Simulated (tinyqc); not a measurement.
Inside a calculation. Model: absorption edge of a degenerate semiconductor, band filling against gap narrowing.

Program tinyqc, `OMP_NUM_THREADS=1 python tinyqc.py 2330092 2330093 out.jsonl`; Intel Xeon 2.30GHz, shared host, one thread, about 0.01 s. Printed values are rounded.

n-type, parabolic bands, full ionisation. eta = (EF - Ec)/kB T solves N = Nc F12(eta), F12(x) = (2/sqrt(pi)) int_0^infinity sqrt(u)/(1 + exp(u - x)) du. The gap shrinks rigidly by dEg = a3 y^(1/3) + a4 y^(1/4) + a2 y^(1/2), y = N/1e18 cm^-3, an empirical law that is here taken as the true narrowing.

Parameters, values chosen for the exercise; band and dielectric values close to those of indium phosphide:
```
symbol,value,unit,meaning
T,300,K,temperature
Eg,1.33,eV,band gap
Nc,5.76e17,cm^-3,"conduction-band density of states at 300 K, from me"
me,0.0808,m0,electron mass
mh,0.611,m0,hole mass
N,1.8e19,cm^-3,ionised donor density
a3,8.2,meV,coefficient of (N/1e18)^(1/3)
a4,6.8,meV,coefficient of (N/1e18)^(1/4)
a2,2.4,meV,coefficient of (N/1e18)^(1/2)
```

Constants: q = 1.602176634e-19 C, kB = 1.380649e-23 J/K, h = 6.62607015e-34 J s, c = 299792458 m/s, Vt = kB T/q. Results are converted to the units shown.

Range of the model: Band tails, non-parabolic bands and incomplete ionisation are left out.

## Iteration 1: Fermi level

eta at the start (Boltzmann value) = 3.442

Newton step on ln F12(eta) = ln(N/Nc): eta(new) = eta - ln(Nc F12/N) F12/Fm, Fm(x) = dF12/dx = (1/sqrt(pi)) int_0^infinity u^(-1/2)/(1 + exp(u - x)) du.

F12 = 5.34108
Fm = 2.00686
eta after iteration 1 = 8.14363

## Course of the iteration

Stop when eta changes by less than 1e-9.

Course of the iteration:
```
iteration      eta    change
1          8.14363      4.70
2          11.2743      3.13
3          11.9078     0.633
4          11.9254    0.0176
5          11.9254   1.28e-5
6          11.9254  6.67e-12
```

Converged in 6 iterations.

## The optical edge

converged eta = 11.9254

Vertical transitions need an empty final state: the edge is taken where the state lies 4 kB T below EF, E_opt = Eg - dEg + (1 + me/mh) max(eta - 4, 0) kB T; wavelength h c/(q E_opt).

dEg = 45.6788 meV
EF - Ec = 308.296 meV
filling shift = 231.983 meV
E_opt = 1.51630 eV
wavelength = 817.674 nm

The edge lies 186 meV above the undoped gap: filling outweighs narrowing.
